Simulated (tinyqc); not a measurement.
Thermal, flicker and telegraph noise of a field-effect transistor: one step, computed by the program tinyqc.

Strong inversion, threshold roll-off and channel-length modulation left out; noise sources are uncorrelated and are given as one-sided spectral densities.

Question. Flicker noise. C_ox = 3.9 eps_0/t; V_c = 2 v_s L/mu; I = W C_ox v_s V_ov^2/(V_ov + V_c); g_m = W C_ox v_s V_ov (V_ov + 2 V_c)/(V_ov + V_c)^2; g_d0 = mu C_ox (W/L) V_ov. Tunnelling length lambda = hbar/(2 sqrt(2 m_ox phi)); flat-band noise S_Vfb = e^2 k_B T lambda N_t/(W L C_ox^2 f). S_I = g_m^2 S_Vfb.

Inputs (values chosen for the exercise, modelled on a silicon n-channel):

| quantity | value | unit |
|---|---|---|
| width W | 140 | micrometre |
| length L | 2000 | nm |
| electrical oxide thickness t | 4.1 | nm |
| mobility mu | 440 | cm^2/(V s) |
| saturation velocity v_s | 0.8 | 1e7 cm/s |
| overdrive V_ov | 0.61 | V |
| oxide trap density N_t | 9.8e+16 | 1/(eV cm^3) |
| oxide barrier phi | 2.3 | eV |
| oxide mass m_ox | 0.32 | m_0 |
| frequency f | 100 | Hz |
| temperature T | 400 | K |

Operating region: saturation. Flicker model: number fluctuation.

drain current I = 4452.774 microampere

Constants: eps_0 = 8.8541878128e-12 F/m; hbar = 1.054571817e-34 J s; m_0 = 9.1093837015e-31 kg; e = 1.602176634e-19 C; k_B = 8.617333262e-05 eV/K.

Give: tunnelling length lambda; S_Vfb; flicker S_I; flicker S_I/I^2.

Answer.

tunnelling length lambda = 1.138 angstrom

S_Vfb = 4.967e-15 V^2/Hz

flicker S_I = 9.782e-19 A^2/Hz

flicker S_I/I^2 = 4.934e-14 1/Hz
